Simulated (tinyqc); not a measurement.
The width of the window: equation-of-state fits to an energy-volume table made by a known binding curve. Computed by tinyqc, a small Python program. Command: `OMP_NUM_THREADS=1 python tinyqc.py 3005877 3005878 out.jsonl eosfit walk`. One thread of a shared host (Intel(R) Xeon(R) Processor @ 2.30GHz), about 0.02 s of CPU time with the checks.

With x = (V/V_0)^(1/3), the energy per atom is E = D [exp(-2 eta (x - 1)) - 2 exp(-eta (x - 1))], so that B0 = 2 D eta^2/(9 V_0) and B' = 1 + eta. B' = dB/dP at P = 0.

Inputs (values chosen for the exercise, for a model crystal):
```
quantity                                   value             unit
cohesive energy D                           3.33          eV/atom
true volume V_0                             13.5  angstrom^3/atom
stiffness eta                               3.33                -
shift of the window centre s             -0.0075                -
points N                                       5                -
compression V/V_0 for the pressure test     0.75                -
noise amplitude                            0.036              meV
```

Binding curve: Morse. Noise: added.

Constants: 1 eV/angstrom^3 = 160.2176634 GPa.

Method:
- B0 and B' from the formulas above; P = -dE/dV at V = c V_0 (c the compression chosen), from the curve itself.
- Table: V_j = V_0 [1 + s + w (2 j/(N - 1) - 1)], j = 0..N-1, rounded to 0.001; E_j from the curve plus the noise amplitude times the listed numbers xi_j (xi_0 first), rounded to 1e-7 eV.
- Murnaghan: E = E0 + (B0 V/B') [(V0/V)^B'/(B' - 1) + 1] - B0 V0/(B' - 1), P = (B0/B') [(V0/V)^B' - 1].
- Birch-Murnaghan: E = E0 + (9 V0 B0/16) [y^3 B' + y^2 (2 - 4 y)], y = (V0/V)^(2/3) - 1; P = (3 B0/2) (x^7 - x^5) [1 + (3/4)(B' - 4)(x^2 - 1)], x = (V0/V)^(1/3).
- Vinet: E = E0 + (9 B0 V0/h^2) {1 + [h (1 - x) - 1] exp(h (1 - x))}, P = 3 B0 (1 - x) x^-2 exp(h (1 - x)), x = (V/V0)^(1/3), h = (3/2)(B' - 1).
- All are least-squares fits to the energies; for polynomials in V, B0 = V E'' and B' = -1 - V E'''/E'' at the minimum.
- The table is made anew for each w.

numbers xi_j, drawn evenly from -1 to 1: -0.6544  -0.5938  -0.5931  0.1527  -0.7762

exact B0 = 97.3861 GPa

exact B' = 4.33

Errors (%):
```
w     B0, parabola  B0, cubic  B0, Murnaghan  B0, Birch-Murnaghan  B0, Vinet  B', Birch-Murnaghan
0.03         4.012     -0.912         -1.158               -1.127     -1.114               23.143
0.05         4.784      0.335         -0.423               -0.333     -0.290                4.670
0.08         6.220      1.590         -0.426               -0.189     -0.076                0.790
0.12         9.072      3.868         -0.786               -0.254      0.003               -0.227
0.16        13.141      7.113         -1.341               -0.406      0.052               -0.653
0.22        21.798     14.115         -2.445               -0.740      0.126               -1.189
```

The Birch-Murnaghan error of B0 is smallest among these at w = 0.08 (0.189 % in size); it is 1.127 % at the narrowest and 0.740 % at the widest. A narrow window magnifies the noise, since the energy range shrinks as w^2, and a wide one exposes the form. At the widest window the errors of B0 are +21.8 % for the parabola and +14.1 % for the cubic in V.

Extremes, crossings and ranges named in words are read from the listed rows.
